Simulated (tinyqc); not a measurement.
# Lifetime from the low-frequency admittance

Problem. At low frequency a p+-n diode with a base of width wb has C_diff/G = (tau/2)(1 - 2 x/sinh 2x), x = wb/sqrt(Dp tau). Find tau, x and the limit of C_diff/G for infinite lifetime, wb^2/(3 Dp).

Values chosen for this exercise:
```
symbol  value    unit                     meaning
Dp         30  cm^2/s  hole diffusion coefficient
wb         23      um   width of the neutral base
```

G = 393.95730 S/cm^2
C_diff = 18.072923 uF/cm^2

Answer. The ratio rises steadily with tau from tau/2 (long base) towards wb^2/(3 Dp) (short base), so one lifetime matches as long as the ratio is below that limit.

tau = 3.00e-7 s
x = 0.767
limit of C_diff/G = 5.88e-8 s

Numbers from tinyqc (`OMP_NUM_THREADS=1 python tinyqc.py 2890128 2890129 out.jsonl`; about 0.01 s on one thread of a shared Intel Xeon 2.30GHz).
